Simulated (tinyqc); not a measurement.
Mesh and choice of bands: charge neutrality level from zone-averaged pseudopotential bands.

Empirical pseudopotential on the fcc lattice, atoms at +/- tau, tau = a (1,1,1)/8, no spin-orbit coupling. H(G,G') = c (2 pi/a)^2 |k + G|^2 delta + VS(q) cos(q.tau) + i VA(q) sin(q.tau), q = G - G', c = hbar^2/2m0; k and G in units of 2 pi/a; VS at |q|^2 = 3, 8, 11 and VA at 3, 4, 11, in rydberg, zero elsewhere. At each k the basis holds all G with |k + G|^2 up to 16; energies are counted from the fourth level at Gamma.

Mesh: k = sum_i (n_i + 1/2)/N b_i, n_i = 0 ... N - 1, b = (-1,1,1), (1,-1,1), (1,1,-1); points with the same sorted |kx|, |ky|, |kz| after folding to the shortest k + G are joined, with their count as weight. Neutrality (branch-point) level: E_N = (1/2) mean over k of [E5 + (E3 + E4)/2], E_n the n-th level from below.

Constants: hbar^2/2m0 = 3.80998211 eV angstrom^2; Ry = 13.60569312 eV.

Inputs chosen for the exercise (out of a larger set: classic local form factors of the size used for GaP, without spin-orbit coupling; not measured data): a = 5.435 angstrom (lattice constant); VS = (-0.218, 0.03, 0.069) Ry (symmetric form factors); VA = (0.118, 0.07, 0.021) Ry (antisymmetric form factors).

E_N with E5 alone, and with (E5 + E6)/2 in its place.

Results:

| N | joined points | E_N (eV) | E_N, two conduction bands (eV) |
|---|---|---|---|
| 1 | 1 | 0.7691 | 1.4825 |
| 2 | 2 | 0.5488 | 1.2445 |
| 3 | 6 | 0.8086 | 1.1808 |
| 4 | 10 | 0.7821 | 1.1856 |
| 5 | 19 | 0.7875 | 1.1764 |

How do the results move, and what explains it?

For scale, the lowest gap of this set is 2.00 eV. Against N = 5 the errors are -18, -239, +21 and -5 meV for N = 1 to 4 (N = 1 is the L point alone). Taking the second conduction band in moves E_N by +0.39 eV, more than the mesh error at N = 2: the definition, not the mesh, limits the estimate. Local form factors place the indirect gaps only to a few tenths of an eV, and E_N moves with them.

(tinyqc, `OMP_NUM_THREADS=1 python tinyqc.py 1850847 1850848 out.jsonl`, Intel(R) Xeon(R) Processor @ 2.30GHz, 1 thread, shared host, about 0.08 s.)
